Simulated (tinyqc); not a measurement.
From results to parameters: minimal-basis H2. Computed by the program tinyqc with PySCF.

Problem. For two electrons in the two orbitals of minimal-basis H2, the CIS energies are e2 - e1 - J12 + 2 K12 and e2 - e1 - J12, and E_corr = D - sqrt(D^2 + K12^2) with 2D the energy of the double excitation. Find J12, K12, D, the MP2 energy and the weight of the double excitation.

orbital gap e2 - e1 = 0.48697083 hartree
CIS singlet and triplet energies (hartree): 0.429011  -0.054649
FCI correlation energy = -0.11646244 hartree

Solution. Half the singlet-triplet splitting is K12, the gap less the triplet energy is J12, D = (E_corr^2 - K12^2)/(2 E_corr), MP2 is -K12^2/(2 gap), and the weight is c^2/(1 + c^2) with c = E_corr/K12.

J12, K12, D (hartree): 0.5416  0.2418  0.1928
MP2 correlation energy = -0.060047 hartree
weight of the double excitation = 0.188
